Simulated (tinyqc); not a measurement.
Cooling rate: nucleation and growth of vacancy voids in a cooling silicon-like crystal. Computed by tinyqc, a small Python program. Command: `OMP_NUM_THREADS=1 python tinyqc.py 3017253 3017254 out.jsonl voids walk`. One thread of a shared host (Intel(R) Xeon(R) Processor @ 2.30GHz), about 0.4 s of CPU time with the checks.

Spherical voids; vacancies are lost only to voids.

Inputs (values chosen for the exercise, close to those used for silicon):
```
quantity                                    value    unit
vacancy density at the melting point C_m  5.4e+14  1/cm^3
formation energy E_f                         4.28      eV
melting point T_m                            1685       K
diffusion prefactor D0                    0.00039  cm^2/s
migration energy E_m                         0.45      eV
site density rho                            5e+22  1/cm^3
void surface energy gamma                   0.808   J/m^2
cooling rate q                                 11   K/min
vacancy excess C0                         9.3e+13  1/cm^3
temperature step                              0.2       K
```

Vacancy supply: given.

Constants: k_B = 8.617333262e-05 eV/K; k_B = 1.380649e-23 J/K.

Method:
- C = C0 as given.
- C_e = C_m exp[-(E_f/k_B)(1/T - 1/T_m)]; D = D0 exp(-E_m/(k_B T)); f = k_B T ln(C/C_e); r* = 2 gamma/(rho f); W* = 16 pi gamma^3/(3 rho^2 f^2); Z = f/sqrt(12 pi W* k_B T); I = rho Z (4 pi r* D C) exp(-W*/(k_B T)).
- March down from 1500 K in steps dT, dt = dT/q, with values at the upper end of each step: a class of I dt voids is born with r*; then all classes grow by r^2 += 2 D (C - C_e) dt/rho; C falls by the vacancies added to voids. Stop at 1150 K. T_n is the T of the largest I, N the final count (classes under 1e-6 /cm^3 are dropped), and the mean radius the number average.

initial excess C = 9.30e+13 1/cm^3

At fixed C:
```
q (K/min)  T_n (K)  N (1/cm^3)  mean radius (nm)
1.1         1445.8  2.8368e+06            53.575
2.8         1442.0  1.1192e+07            33.887
5.5         1439.2  3.0148e+07            24.343
11.0        1436.0  8.3303e+07            17.338
22.0        1432.6  2.2981e+08            12.355
44.0        1429.0  6.3238e+08             8.812
110.0       1423.8  2.3945e+09             5.649
```

Over the rows N goes as q^1.46 and the radius as q^-0.49, near the 3/2 and -1/2 of the scaling argument (depletion time 1/(4 pi N r D) equal to the time in the nucleation range, at fixed N r^3). T_n drops only 22 K for a factor 100 in q. Fast cooling gives many small voids, which an anneal can dissolve.

Extremes, crossings and ranges named in words are read from the listed rows.
